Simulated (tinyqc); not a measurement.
Gamma, L and X subbands of a thin body with non-parabolic valleys: one step. Subband edges. Three cases, with inputs chosen for the exercise.

Problem. n = 1 to 8 for each group; list the ten lowest.

Hard walls, flat band, c = hbar^2/2m0, energies from the bulk Gamma edge. For a valley at angle theta to the normal 1/m_z = cos^2/ml + sin^2/mt and m_d = sqrt(ml mt^2/m_z). Subband n starts at E_v + e with e (1 + a e) = c (n pi/t)^2/m_z, and its density-of-states mass is taken as m_d (1 + 2 a e), without further growth at higher in-plane energy. Groups are named by valley and degeneracy.

Constants: hbar^2/2m0 = 3.80998211 eV angstrom^2.

Give: Subbands.

Case 1.

Values chosen (out of a larger set: near those of a thin Ge channel; not measured data): t = 38 angstrom (body thickness).

Groups:

| group | g | E_v (eV) | m_z | m_d | a (1/eV) |
|---|---|---|---|---|---|
| G1 | 1 | 0.00000 | 0.038200 | 0.038200 | 1.0300 |
| L4 | 4 | -0.15700 | 0.124250 | 0.307395 | 0.6000 |
| X2 | 2 | 0.04300 | 0.878000 | 0.191000 | 0.6000 |
| X4 | 4 | 0.04300 | 0.191000 | 0.409509 | 0.6000 |

Solution.

Subbands:

| subband | g | E (eV) | DOS mass |
|---|---|---|---|
| L4 n=1 | 4 | 0.0313 | 0.3769 |
| X2 n=1 | 2 | 0.0721 | 0.1977 |
| X2 n=2 | 2 | 0.1542 | 0.2165 |
| X4 n=1 | 4 | 0.1697 | 0.4718 |
| X2 n=3 | 2 | 0.2771 | 0.2446 |
| X2 n=4 | 2 | 0.4284 | 0.2793 |
| L4 n=2 | 4 | 0.4559 | 0.5335 |
| G1 n=1 | 1 | 0.4619 | 0.0745 |
| X4 n=2 | 4 | 0.4759 | 0.6222 |
| X2 n=5 | 2 | 0.5990 | 0.3184 |

The lowest subband is L4 n=1, 41 meV below X2 n=1; in the bulk the lowest valley is L.

Case 2.

Values chosen (out of a larger set: near those of a thin GaSb channel; not measured data): t = 76 angstrom (body thickness).

Groups:

| group | g | E_v (eV) | m_z | m_d | a (1/eV) |
|---|---|---|---|---|---|
| G1 | 1 | 0.00000 | 0.038300 | 0.038300 | 1.1400 |
| L2 | 2 | 0.04600 | 0.252622 | 0.218088 | 0.3200 |
| L2' | 2 | 0.04600 | 0.097000 | 0.351950 | 0.3200 |
| X2 | 2 | 0.30600 | 0.386404 | 0.440623 | 0.3200 |
| X1 | 1 | 0.30600 | 0.221000 | 0.582629 | 0.3200 |

Solution.

Subbands:

| subband | g | E (eV) | DOS mass |
|---|---|---|---|
| L2 n=1 | 2 | 0.0716 | 0.2217 |
| L2' n=1 | 2 | 0.1117 | 0.3668 |
| G1 n=1 | 1 | 0.1458 | 0.0510 |
| L2 n=2 | 2 | 0.1459 | 0.2320 |
| L2 n=3 | 2 | 0.2629 | 0.2484 |
| L2' n=2 | 2 | 0.2947 | 0.4080 |
| X2 n=1 | 2 | 0.3228 | 0.4453 |
| X1 n=1 | 1 | 0.3352 | 0.5935 |
| X2 n=2 | 2 | 0.3720 | 0.4592 |
| L2 n=4 | 2 | 0.4148 | 0.2696 |

The lowest subband is L2 n=1, 40 meV below L2' n=1; in the bulk the lowest valley is Gamma.

Case 3.

Values chosen (out of a larger set: near those of a thin GaSb channel; not measured data): t = 74 angstrom (body thickness).

Groups:

| group | g | E_v (eV) | m_z | m_d | a (1/eV) |
|---|---|---|---|---|---|
| G1 | 1 | 0.00000 | 0.038400 | 0.038400 | 1.1400 |
| L2 | 2 | 0.05300 | 0.251087 | 0.218943 | 0.4900 |
| L2' | 2 | 0.05300 | 0.096000 | 0.354085 | 0.4900 |
| X2 | 2 | 0.33800 | 0.371740 | 0.426989 | 0.4900 |
| X1 | 1 | 0.33800 | 0.212000 | 0.565417 | 0.4900 |

Solution.

Subbands:

| subband | g | E (eV) | DOS mass |
|---|---|---|---|
| L2 n=1 | 2 | 0.0800 | 0.2247 |
| L2' n=1 | 2 | 0.1222 | 0.3781 |
| G1 n=1 | 1 | 0.1524 | 0.0517 |
| L2 n=2 | 2 | 0.1571 | 0.2413 |
| L2 n=3 | 2 | 0.2750 | 0.2666 |
| L2' n=2 | 2 | 0.3074 | 0.4424 |
| X2 n=1 | 2 | 0.3563 | 0.4347 |
| X1 n=1 | 1 | 0.3699 | 0.5831 |
| X2 n=2 | 2 | 0.4094 | 0.4569 |
| L2 n=4 | 2 | 0.4234 | 0.2984 |

The lowest subband is L2 n=1, 42 meV below L2' n=1; in the bulk the lowest valley is Gamma.

Computed by tinyqc, one run a case: `OMP_NUM_THREADS=1 python tinyqc.py N N+1 out.jsonl` with N = 1251798, 1252151, 1252196; one thread of a shared Intel(R) Xeon(R) Processor @ 2.30GHz, about 0.03 s a run at most.
